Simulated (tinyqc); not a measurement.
Size of the test strain: deformation potentials from a strained empirical pseudopotential.

Diamond lattice, no spin-orbit coupling. Atomic form factor V(q) = a1 (q^2 - a2)/(a3 exp(a4 q^2) - 1) in rydberg with q in 1/bohr, for the unstrained cell. Under a strain e the reciprocal vectors and k go over into (1 + e)^(-1) G, the atoms sit at +/- tau with tau = (1 + e) a (1,1,1)/8 - zeta a (eyz, ezx, exy)/4, and H(G,G') = c |k + G|^2 delta + (V(q)/det(1 + e)) cos(q.tau), q = G - G', with the term q = 0 left out; c = hbar^2/2m0. The basis is fixed before straining: all G with |k + G|^2 up to 16 (2 pi/a)^2. k is given in units of 2 pi/a of the unstrained cell.

Constants: hbar^2/2m0 = 3.80998211 eV angstrom^2; Ry = 13.60569312 eV; a0 (Bohr radius) = 0.5291772105 angstrom.

Parameters, chosen for this exercise (out of a larger set: a germanium-sized cell with gaps well above those of Ge; not measured data): a = 5.669 angstrom (lattice constant); A = (0.403, 2.429, 2.053, 0.453) (a1 (Ry bohr^2), a2 (1/bohr^2), a3, a4 (bohr^2)); kD = 0.81 2 pi/a (position of the Delta minimum).

e = diag(-h/2, -h/2, h). Xu = [E(Delta z) - E(Delta x)]/(1.5 h) at fixed kD, b = [E(Z) - E(X, Y)]/(4.5 h); one-sided from +h alone, central from +h and -h.

Results (eV):
```
h       Xu one-sided  Xu central  b one-sided  b central
0.0010         7.747       7.750       -3.009     -3.006
0.0025         7.742       7.750       -3.014     -3.006
0.0050         7.735       7.750       -3.022     -3.006
0.0100         7.721       7.751       -3.038     -3.006
0.0200         7.694       7.754       -3.070     -3.007
0.0300         7.668       7.759       -3.103     -3.007
```

What does the comparison show, and why?

From h = 0.001 to 0.03 the one-sided Xu drifts by -0.078 eV and the central one by +0.009 eV; for b the drifts are -0.093 and -0.001 eV. The central difference cancels the term of second order in the strain, so its error goes as h^2. At h = 0.02 the linear law errs by 0.7 % for the valley splitting and 2.1 % for the valence splitting.

Run: tinyqc, `OMP_NUM_THREADS=1 python tinyqc.py 1880763 1880764 out.jsonl`; Intel(R) Xeon(R) Processor @ 2.30GHz, one thread, shared host; about 0.2 s of CPU time with all checks.
